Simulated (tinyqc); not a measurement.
Wannier functions of a composite (isolated) pair of valence bands (bonds of an sp chain): one step. Loewdin orthogonalisation.

Parameters, chosen for this exercise:
```
symbol  value  unit     meaning
c       55     degrees  trial bonds cos(c) on A, sin(c) on B
j       1               mesh point, k = 2 pi j/N
N       4               k points
```

P, rows A<, A>, B<, B> and columns alike:
```
[[0.500000, 0.080842+0.123608i, 0, -0.037211-0.476236i],
 [0.080842-0.123608i, 0.500000, 0.476788+0.029302i, 0],
 [0, 0.476788-0.029302i, 0.500000, 0.133639+0.062888i],
 [-0.037211+0.476236i, 0, 0.133639-0.062888i, 0.500000]]
```

Problem. The trial vectors are the columns g1 = (0, cos c, sin c, 0), g2 = (cos c exp(-ik), 0, 0, sin c), k = 2 pi j/N. Form S = g^+ P g, its eigenvalues, S^(-1/2), and w = P g S^(-1/2).

Give: S; eigenvalues of S; S^(-1/2); w.

Solution.

S, rows 1, 2 and columns alike:
```
[[0.9480, 0.0490+0.0156i],
 [0.0490-0.0156i, 0.9475]]
```

eigenvalues of S: [0.8963, 0.9992]

S^(-1/2), rows 1, 2 and columns alike:
```
[[1.0282, -0.0266-0.0085i],
 [-0.0266+0.0085i, 1.0285]]
```

w, rows A<, A>, B<, B>; columns 1, 2:
```
[[0.0542+0.0906i, -0.0320-0.6984i],
 [0.6987+0.0253i, -0.0907-0.0541i],
 [0.6989-0.0177i, 0.0943+0.0476i],
 [0.0942-0.0478i, 0.6988+0.0224i]]
```

The combinations of the trial bonds that diagonalise S lie 89.6 to 99.9 % inside the filled space; an eigenvalue near zero would mark a poor choice.

tinyqc: `OMP_NUM_THREADS=1 python tinyqc.py 1452342 1452343 out.jsonl`; about 0.3 s, one thread, shared Intel(R) Xeon(R) Processor @ 2.30GHz.
